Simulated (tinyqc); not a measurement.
From results back to parameters: effective work function and flat-band voltage of a metal/high-k/SiO2/Si stack with a dipole layer. Three cases, with inputs chosen for the exercise.

Problem. Three stacks with (t1, t2) = (8, 20), (30, 20) and (8, 60) angstrom have the flat-band voltages below. VFB = W0 - (chi + dEF) - 4 pi e2 [Q1 EOT + Q2 x2]/3.9 with x2 = t2 3.9/eps2, EOT = t1 + x2, e2 = e^2/4 pi eps0, 1 cm^-2 = 1e-16 angstrom^-2; W0 is the work function with the dipole step.

Constants: e^2/(4 pi eps0) = 14.39964547 eV angstrom.

Case 1.

Values chosen (out of a larger set: a stack on Si capped with an aluminium-like oxide; not measured data):
- chi = 4.058 eV (electron affinity of the channel)
- dEF = 0.163 eV (Ec - EF in the channel)
- eps = (3.9, 20.4) (their dielectric constants)

VFB (V): 0.1602277  0.1517555  0.2069557

Case 2.

Values chosen (out of a larger set: a stack on Si capped with an yttrium-like oxide; not measured data):
- chi = 4.04 eV (electron affinity of the channel)
- dEF = 0.667 eV (Ec - EF in the channel)
- eps = (3.9, 22.9) (their dielectric constants)

VFB (V): 0.1834727  0.1161031  0.1278440

Case 3.

Values chosen (out of a larger set: a stack on Si capped with an yttrium-like oxide; not measured data):
- chi = 4.056 eV (electron affinity of the channel)
- dEF = 0.268 eV (Ec - EF in the channel)
- eps = (3.9, 25.3) (their dielectric constants)

VFB (V): 0.0727558  0.0800031  0.1548920

Find: Q1; Q2; W0.

Solution. The first two stacks differ in t1 alone and give Q1; the first and third give Q1 + Q2; W0 follows from any of them.

Case 1.

Q1 = 8.3e+10 e/cm^2
Q2 = -1.4e+12 e/cm^2
W0 = 4.361 eV

Case 2.

Q1 = 6.6e+11 e/cm^2
Q2 = 1.1e+12 e/cm^2
W0 = 4.943 eV

Case 3.

Q1 = -7.1e+10 e/cm^2
Q2 = -2.8e+12 e/cm^2
W0 = 4.353 eV

Computed by tinyqc, one run a case: `OMP_NUM_THREADS=1 python tinyqc.py N N+1 out.jsonl` with N = 1880017, 1880018, 1880032; one thread of a shared Intel(R) Xeon(R) Processor @ 2.30GHz, about 0.01 s a run at most.
